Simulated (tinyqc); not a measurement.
Van der Pauw, Hall and four-point-probe measurements on a doped layer: one step of the calculation.

A uniform p-type layer with sheet resistance Rs = 1/(q ns mu), point contacts, low field (mu B small).

Question. New z. The van der Pauw equation exp(-pi RA z) + exp(-pi RB z) = 1 is solved for z = 1/Rs: e1 = exp(-pi RA z), e2 = exp(-pi RB z), f = e1 + e2 - 1, f' = -pi (RA e1 + RB e2), z(new) = z - f/f'.

z after iteration 1 = 0.013562440 mS
RA = 246.63014 ohm
RB = 54884.529 ohm

Wanted: e1; e2; f; f'; z after iteration 2.

Answer.

e1 = 0.9895
e2 = 0.09647
f = 0.08602
f' = -17.40 kohm
z after iteration 2 = 0.01851 mS

Numbers from tinyqc (`OMP_NUM_THREADS=1 python tinyqc.py 2850182 2850183 out.jsonl`; about 0.01 s on one thread of a shared Intel Xeon 2.30GHz).
